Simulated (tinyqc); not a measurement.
Full result against the linear law: strain, valley repopulation and piezoresistance in a many-valley conduction band. Computed by tinyqc, a small Python program. Command: `OMP_NUM_THREADS=1 python tinyqc.py 3008916 3008917 out.jsonl valleys walk`. One thread of a shared host (Intel(R) Xeon(R) Processor @ 2.30GHz), about 0.03 s of CPU time with the checks.

Valleys are ellipsoids with mass m_l along the axis a and m_t across it, parabolic, with one constant relaxation time; strain shifts the valleys and leaves the masses alone. Currents are taken along [100], in the plane, and along [001], across the plane.

Inputs (values chosen for the exercise, modelled on silicon):
```
quantity                               value    unit
longitudinal mass m_l                  0.935     m_0
transverse mass m_t                    0.195     m_0
shear deformation potential Xi_u        9.18      eV
dilation deformation potential Xi_d      1.1      eV
C11                                      166     GPa
C12                                     63.6     GPa
C44                                     79.5     GPa
electron density n                   1.5e+18  1/cm^3
relaxation time tau                      140      fs
temperature T                             77       K
```

Valley axes: <100> (6 valleys in 3 pairs). Load: biaxial in the (001) plane.

Constants: k_B = 8.617333262e-05 eV/K; m_0 = 9.1093837015e-31 kg; k_B = 1.380649e-23 J/K; hbar = 1.054571817e-34 J s; e = 1.602176634e-19 C.

Method:
- Each of the 6 valleys holds n_v = N_v (2/sqrt(pi)) F_1/2((E_F - dE_v)/(k_B T)), N_v = 2 (m_d k_B T/(2 pi hbar^2))^(3/2), m_d = (m_l m_t^2)^(1/3); E_F solves sum n_v = n and is counted from the unstrained edge.
- F_j(eta) = int_0^infinity x^j/(1 + exp(x - eta)) dx, without a gamma-function factor. It is evaluated after integrating by parts.
- Integrals over x = E/(k_B T) use 160 Gauss-Legendre points in u = sqrt(x) from 0 to sqrt(max(eta, 0) + 32).
- With eta_0 the reduced Fermi level without strain, r = F_-1/2(eta_0)/(2 F_1/2(eta_0)) (1 for a classical gas) and c = r (Xi_u/k_B T) (m_l - m_t)/(2 m_l + m_t): pi11 = -(2/3) c (S11 - S12), pi12 = -pi11/2, pi44 = 0, with S11 - S12 = 1/(C11 - C12).
- Compliances S11 = (C11 + C12)/((C11 - C12)(C11 + 2 C12)), S12 = -C12/((C11 - C12)(C11 + 2 C12)), S44 = 1/C44; stress sigma_xx = sigma_yy = X, all else 0; e_xx = S11 sigma_xx + S12 (sigma_yy + sigma_zz), e_xy = S44 sigma_xy/2 (tensor strain).
- Herring-Vogt shift of a valley with unit axis a: dE = Xi_d tr(e) + Xi_u a.e.a.
- Mobility tensor mu = e tau sum_v (n_v/n) [1/m_t + (1/m_l - 1/m_t) a a^T]; unstrained mu_0 = e tau (1/m_l + 2/m_t)/3; resistivity along d from the inverse tensor, rho_d = d.mu^-1.d/(n e), mobility along d = 1/(d.mu^-1.d); gauge pi_d = (rho_d/rho_0 - 1)/X.
- Linear theory: pi = pi11 + pi12 in the plane and 2 pi12 across it.

pi11 = -282.627 1e-11/Pa

pi12 = 141.313 1e-11/Pa

Resistance changes (%); at 2000 MPa the strain is near or above 1 %, where band warping, left out here, matters:
```
X (MPa)  splitting (meV)  largest share  first direction   linear  second direction   linear
-2000             179.30        0.50000           21.829   282.63            -26.38  -565.25
-1000              89.65        0.50000           21.829   141.31            -26.38  -282.63
-400               35.86        0.49861           21.608    56.53            -26.22  -113.05
-150               13.45        0.46387           16.324    21.20            -21.92   -42.39
-50                 4.48        0.39234            6.773     7.07            -11.26   -14.13
50                  4.48        0.47328           -6.996    -7.07             17.71    14.13
150                13.45        0.74484          -18.113   -21.20             79.34    42.39
400                35.86        0.98656          -25.988   -56.53            235.86   113.05
1000               89.65        1.00000          -26.381  -141.31            252.99   282.63
2000              179.30        1.00000          -26.381  -282.63            252.99   565.25
```

Along the first direction the linear law holds within 10 % for 2 of the 10 stresses, at -50.0, 50.0 MPa. At the largest compression the full change is +21.8 % against the linear +282.6 %, at the largest tension -26.4 % against -282.6 %: once the splitting is comparable with k_B T (or E_F) the populations no longer follow it linearly, and the change must saturate when the upper valleys are empty.

Extremes, crossings and ranges named in words are read from the listed rows.
